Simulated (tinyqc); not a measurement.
# Well width for a wanted wavelength

Inverse problem. The layer is x parts of the first compound and 1 - x of the second, grown coherently on the second as substrate and barrier. Rows of the table: lattice constant a, average valence level Ea on an absolute scale, spin-orbit splitting so, gaps at Gamma, X and L, hydrostatic deformation potentials av and ac (Gamma), shear potential b, elastic constants, electron and heavy-hole (along z) masses. All are interpolated linearly in x; gaps get -C x (1 - x), taken wholly in the conduction band; real line-ups can differ from this model by 0.1 eV or more. In-plane strain e = (a_substrate - a)/a, e_z = -2 (c12/c11) e, volume change 2 e + e_z. With v = 2 e + e_z and d = 2 b (e_z - e): Eav = Ea + av v; E_hh = Eav + so/3 - d/2; E_lh = Eav - so/6 + d/4 + sqrt(so^2 + so d + 9 d^2/4)/2; E_c = Ea + so/3 + EG + ac v (Gamma). Substrate: E_v = Ea + so/3, E_c = E_v + EG. Well depths: dEc = E_c(substrate) - E_c, dEhh = E_hh - E_v(substrate), dElh likewise; strained Gamma gap E_c - max(E_hh, E_lh); positive values confine carriers in the layer. Lowest level of a finite well of width Lw and depth V: kw Lw/2 = arctan(sqrt((mw/mb)(V - E)/E)), kw = sqrt(mw E/C), C = hbar^2/(2 m0), for electrons (dEc) and heavy holes (dEhh), mb from the substrate; transition E_c - E_hh + both levels, without exciton binding; wavelength h c/E. Find Lw and the two levels.

Values chosen for this exercise:
```
symbol,value,unit,meaning
x,0.18,,fraction of the first compound in the layer
CG,0.1,eV,bowing of the Gamma gap
CX,0.27,eV,bowing of the X gap
CL,0.27,eV,bowing of the L gap
```

Constants: q = 1.602176634e-19 C, hbar = 1.054571817e-34 J s, h = 6.62607015e-34 J s, m0 = 9.1093837015e-31 kg, c = 299792458 m/s, hbar^2/(2 m0) = 0.0380998212 eV nm^2. Results are converted to the units shown.

Binary compounds, values chosen for the exercise:
```
              close to InAs  close to InP
a (angstrom)          6.058         5.869
Ea (eV)               -6.67         -7.04
so (eV)               0.386         0.111
EG (eV)               0.349          1.36
EX (eV)                1.36          2.22
EL (eV)                1.06          1.95
av (eV)                1.01          1.28
ac (eV)               -5.03         -4.98
b (eV)                -1.81         -1.69
c11 (GPa)              82.8           102
c12 (GPa)              45.1          55.8
me (m0)              0.0233        0.0789
mh (m0)               0.329         0.536
```

wavelength = 1010.6926 nm

Solution. Both levels fall steadily as the well widens, so the wavelength rises steadily and one width matches.

Lw = 6.000 nm
electron level = 39.45 meV
heavy-hole level = 12.17 meV

tinyqc, about 0.01 s, one thread, Intel Xeon 2.30GHz (shared host): `OMP_NUM_THREADS=1 python tinyqc.py 2690143 2690144 out.jsonl`
